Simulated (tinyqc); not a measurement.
Doping and offset from the band bending.

Problem. An n-N heterojunction in equilibrium with Boltzmann electrons and no holes obeys er1 N1 g(u1/Vt) = er2 N2 g(-u2/Vt), g(t) = exp(t) - t - 1, where u1 = psi_j - psi_L and u2 = psi_R - psi_j, and u1 + u2 = dEc + Vt ln(N2 Nc1/(N1 Nc2)). Find N2 and dEc.

Parameters, values chosen for the exercise; band and dielectric values close to those of InAlAs and InP:
```
symbol    value   unit                                          meaning
T           300      K                                      temperature
er1        12.4                     relative permittivity of material 1
Nc1     5.02e17  cm^-3  conduction-band density of states of material 1
er2        12.7                     relative permittivity of material 2
Nc2     5.74e17  cm^-3  conduction-band density of states of material 2
N1       1.8e16  cm^-3                      donor density of material 1
```

Constants: q = 1.602176634e-19 C, kB = 1.380649e-23 J/K, Vt = kB T/q. Results are converted to the units shown.

bending psi_j - psi_L = -0.20260271 V
bending psi_R - psi_j = -0.055674472 V

Answer. Continuity of D gives N2 directly; the sum of the bendings then gives the offset.

N2 = 2.200e16 cm^-3
dEc = -0.2600 eV

tinyqc, about 0.01 s, one thread, Intel Xeon 2.30GHz (shared host): `OMP_NUM_THREADS=1 python tinyqc.py 2040038 2040039 out.jsonl`
